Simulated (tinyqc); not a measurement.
From results back to parameters: Peierls distortion of a half-filled chain. Four cases, with inputs chosen for the exercise.

Problem. The gap 2D and the difference 4 u0 between long and short bonds are given; al and K are hidden. Equilibrium: 1 = (4 al^2/K) mean(sin^2 x/|E|).

Atoms move by +/- u, so bonds change by -/+ 2u and hoppings are t +/- 2 al u. Bands E = -/+ sqrt((2 t cos x)^2 + D^2 sin^2 x) with D = 4 al u, x = k a in (0, pi/2); the gap is 2D. Energy per atom at zero temperature: E(u) = -mean_x sqrt(...) + 2 K u^2; exactly, the mean is (4t/pi) E(1 - z^2), z = D/2t, E the complete elliptic integral of the second kind with parameter m. Coupling lambda = 2 al^2/(pi t K).

Find: al; mean(sin^2 x/|E|); K.

Method. gap = 8 al u0 = 2 al (4 u0) gives al; the mean follows from t and D, equal to (K(m) - E(m))/(pi t m) with m = 1 - z^2; then K = 4 al^2 mean.

Case 1.

Values chosen: t = 1.89 eV (hopping of the even chain).
gap = 1.30840 eV
4 u0 = 0.116821 angstrom

Solution.

al = 5.60 eV/angstrom
mean(sin^2 x/|E|) = 0.3675 1/eV
K = 46.1 eV/angstrom^2

Case 2.

Values chosen: t = 1.96 eV (hopping of the even chain).
gap = 2.36685 eV
4 u0 = 0.207619 angstrom

Solution.

al = 5.70 eV/angstrom
mean(sin^2 x/|E|) = 0.2724 1/eV
K = 35.4 eV/angstrom^2

Case 3.

Values chosen: t = 2.35 eV (hopping of the even chain).
gap = 3.02412 eV
4 u0 = 0.472519 angstrom

Solution.

al = 3.20 eV/angstrom
mean(sin^2 x/|E|) = 0.2197 1/eV
K = 9.0 eV/angstrom^2

Case 4.

Values chosen: t = 1.93 eV (hopping of the even chain).
gap = 2.60218 eV
4 u0 = 0.302580 angstrom

Solution.

al = 4.30 eV/angstrom
mean(sin^2 x/|E|) = 0.2610 1/eV
K = 19.3 eV/angstrom^2

Computed by tinyqc, one run a case: `OMP_NUM_THREADS=1 python tinyqc.py N N+1 out.jsonl` with N = 1681847, 1681958, 1682446, 1682528; one thread of a shared Intel(R) Xeon(R) Processor @ 2.30GHz, about 0.08 s a run at most.
